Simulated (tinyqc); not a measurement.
# CMOS inverter, nodal equation and switching: two studies

An n-channel pull-down (bn, VTn) and a p-channel pull-up (bp, VTp) share the input Vin and the output node Vout, which carries the load C. Transistor (EKV form, voltages against the body): I = 2 n b Vt^2 [F(vp - Vs) - F(vp - Vd)] from drain to source, F(v) = ln^2(1 + exp(v/(2 Vt))), vp = (Vg - VT + sg |Vd - Vs|)/n. n-channel bodies are at 0; for the p-channel device all voltages are counted down from Vdd. b in uA/V^2 gives I in uA. Static: In = Ip. Transient: C dVout/dt = Ip - In. No velocity saturation, no gate capacitance beyond C.

Inputs (values chosen for the exercise):
- T = 300 K (temperature)
- Vdd = 0.5 V (supply voltage)
- n = 1.43 (slope factor)
- sg = 0.119 (drain-induced barrier lowering)
- VTn = 0.37 V (n-channel threshold)
- VTp = 0.37 V (p-channel threshold (magnitude))
- bn = 750 uA/V^2 (gain factor of the pull-down transistor)
- bp = 220 uA/V^2 (gain factor of the pull-up transistor)
- C = 1.8 fF (load capacitance)

Constants: q = 1.602176634e-19 C, kB = 1.380649e-23 J/K, Vt = kB T/q. Results are converted to the units shown.

Each table varies one quantity; the others keep the values above.

## Energy per operation against supply voltage

For a step input the delay to Vdd/2 is tHL = C times the integral of dV/(In - Ip) from Vdd/2 to Vdd at Vin = Vdd, and tLH likewise with Ip - In from 0 to Vdd/2 at Vin = 0. A chain of 20 such gates sets the cycle time tc = 20 (tHL + tLH)/2; per gate and cycle the switching energy is 0.02 C Vdd^2 and the leakage energy Vdd Ileak tc, Ileak the mean supply current at Vin = 0 and Vdd.

Results:
```
Vdd (V)  tc (ns)  switching (aJ)  leakage (aJ)  total (aJ)
0.15        1243          0.8100         12.37       13.18
0.2        390.3           1.440         6.129       7.569
0.25       125.0           2.250         2.885       5.135
0.3        42.69           3.240         1.388       4.628
0.35       16.39           4.410        0.7297       5.140
0.4        7.337           5.760        0.4382       6.198
0.5        2.315           9.000        0.2379       9.238
0.8       0.4825           23.04        0.2065       23.25
1         0.2931           36.00        0.2958       36.30
```

Estimate the missing row, Vdd = 0.6 V.

Computed row:
```
Vdd (V)  tc (ns)  switching (aJ)  leakage (aJ)  total (aJ)
0.6        1.121           12.96        0.1903       13.15
```

With this row back in the table: The total energy goes from 13.2 through a minimum of 4.63 (at Vdd = 0.3 V among the rows listed) to 36.3 aJ, while the cycle time falls from 1240 to 0.293 ns. Leakage makes up 94 % of the total in the first row and 0.81 % in the last. Below threshold the cycle lengthens exponentially and leakage flows for all of it, hence the minimum. At Vdd = 1 V the overdrive passes 0.5 V, where velocity saturation, left out here, would lengthen the delays of short devices. For Vdd = 0.15 to 0.35 V the supply is below a threshold, where mismatch, left out here, dominates margins and delay.

## Effect of the gain factor of the pull-up transistor

Same model as above.

VM solves In = Ip with Vin = Vout; VIL and VIH are the inputs of gain -1, NML = VIL - Vout(VIH), NMH = Vout(VIL) - VIH.

Result of one run:
```
bp (uA/V^2)  VM (V)  gain at VM  NML (V)  NMH (V)  tHL (ps)  tLH (ps)
1300         0.2603      -8.393   0.1994   0.1764     52.49     30.28
```

What becomes of these results when the gain factor of the pull-up transistor bp is changed from 1300 to 150 uA/V^2, all else the same?

Result of the changed run:
```
bp (uA/V^2)  VM (V)  gain at VM  NML (V)  NMH (V)  tHL (ps)  tLH (ps)
150          0.2198      -8.388   0.1540   0.2213     52.49     262.5
```

The whole series:
```
bp (uA/V^2)  VM (V)  gain at VM  NML (V)  NMH (V)  tHL (ps)  tLH (ps)
150          0.2198      -8.388   0.1540   0.2213     52.49     262.5
230          0.2278      -8.391   0.1631   0.2125     52.49     171.2
350          0.2357      -8.393   0.1720   0.2038     52.49     112.5
540          0.2438      -8.394   0.1811   0.1948     52.49     72.91
830          0.2519      -8.394   0.1901   0.1858     52.49     47.43
1300         0.2603      -8.393   0.1994   0.1764     52.49     30.28
2000         0.2684      -8.392   0.2083   0.1674     52.49     19.68
3000         0.2760      -8.390   0.2167   0.1588     52.50     13.12
```

As bp goes from 150 to 3000 uA/V^2, VM rises from 0.220 to 0.276 V, the size of the gain stays near 8.39, tHL stays near 52.5 ps and tLH falls from 262 to 13.1 ps. The smaller margin is largest, 0.186 V, at bp = 830 uA/V^2 among the rows. A stronger pull-up raises VM and trades low-side against high-side margin.

Computed by the program tinyqc: `OMP_NUM_THREADS=1 python tinyqc.py 2340097 2340098 out.jsonl`, one thread of a shared Intel Xeon 2.30GHz, about 0.03 s for the whole run.
